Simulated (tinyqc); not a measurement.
Raising U: Hubbard chain of 2 sites, mean field against exact. Computed by the program tinyqc. Collinear unrestricted mean field (the lowest of 40 random starts) against exact diagonalisation.

one-body matrix (hopping and site energies) (eV):
```
         1        2
1   0.0000  -0.7900
2  -0.7900   0.0000
```

electrons, up and down: 1  1

Exact and mean-field results (eV):

| U | U/t | E exact | E mean field | mean \|n_up - n_down\| | double occupancy, exact | first gap in the sector |
|---|---|---|---|---|---|---|
| 0.4000 | 0.5063 | -1.392608 | -1.380000 | 0.0000 | 0.2186 | 1.3926 |
| 0.7900 | 1.0000 | -1.233627 | -1.185000 | 0.0000 | 0.1894 | 1.2336 |
| 1.5800 | 2.0000 | -0.976494 | -0.790000 | 0.0005 | 0.1382 | 0.9765 |
| 3.1600 | 4.0000 | -0.654457 | -0.395000 | 0.8660 | 0.0732 | 0.6545 |
| 4.7400 | 6.0000 | -0.478386 | -0.263333 | 0.9428 | 0.0420 | 0.4784 |
| 6.3200 | 8.0000 | -0.372987 | -0.197500 | 0.9682 | 0.0264 | 0.3730 |
| 9.4800 | 12.0000 | -0.256399 | -0.131667 | 0.9860 | 0.0128 | 0.2564 |
| 15.8000 | 20.0000 | -0.156451 | -0.079000 | 0.9950 | 0.0049 | 0.1565 |

Estimate the missing row, U = 2.37.

Computed row:
```
U          U/t    E exact  E mean field  mean |n_up - n_down|  double occupancy, exact  first gap in the sector
2.3700  3.0000  -0.790000     -0.526667                0.7454                   0.1000                   0.7900
```

In absolute terms mean field is worst at U/t = 3.0, 0.263 eV too high: at small U it is nearly exact, and at large U it misses only exchange-scale energies. For the symmetric dimer the instability lies at U = 2t. Its local moments set in at U/t = 3.0 of those listed, a broken symmetry that the exact state of a finite cluster with equal spins does not have. Relative to the exact energy its error is 0.9 % at the smallest U, 50 % at most and 50 % at the largest. The double occupancy falls from 0.219 to 0.005; at the largest U the first gap is 0.99 times the exchange scale 4t^2/U.
